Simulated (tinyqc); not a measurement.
Surface potential of a MOS transistor: implicit equation and explicit approximations: one step of the calculation.

p-type body, charge-sheet picture, depletion and inversion only, full ionisation (an idealisation for deep acceptors), Boltzmann statistics (rough once Na exp(x - xn) passes about Nc/7). In units of Vt: xg = (Vg - Vfb)/Vt, x = psi/Vt, G = gamma/sqrt(Vt), xn = (2 phiF + Vc)/Vt. The implicit equation is (xg - x)^2 = G^2 [x - 1 + exp(x - xn)] for x above about 3. Cox = eps0 eox/tox.

Problem. Scales. ni = sqrt(Nc Nv) exp(-Eg/(2 Vt)), Eg in volts; phiF = Vt ln(Na/ni); gamma = sqrt(2 q eps0 eps_r Na)/Cox; VT = Vfb + Vt (xn + G sqrt(xn - 1)).

Values chosen for this exercise; band and dielectric values close to those of 4H silicon carbide: temperature T = 300 K; band gap Eg = 3.25 eV; relative permittivity eps_r = 9.72; conduction-band density of states at T Nc = 1.67e19 cm^-3; valence-band density of states at T Nv = 2.55e19 cm^-3; relative permittivity of the gate insulator (close to silicon nitride) eox = 7.59; insulator thickness tox = 5.6 nm; acceptor density Na = 1.7e17 cm^-3; flat-band voltage Vfb = -0.9 V; channel-body voltage Vc = 0 V; gate-body voltage Vg = 2.15 V.

Constants: q = 1.602176634e-19 C, kB = 1.380649e-23 J/K, Vt = kB T/q, eps0 = 8.8541878128e-14 F/cm where lengths are in cm. Results are converted to the units shown.

Give: phiF; gamma; G; xn; VT; xg.

Solution.

phiF = 1.501 V
gamma = 0.1804 V^0.5
G = 1.122
xn = 116.1
VT = 2.413 V
xg = 118.0

Computed by the program tinyqc: `OMP_NUM_THREADS=1 python tinyqc.py 2122238 2122239 out.jsonl`, one thread of a shared Intel Xeon 2.30GHz, about 0.01 s for the whole run.
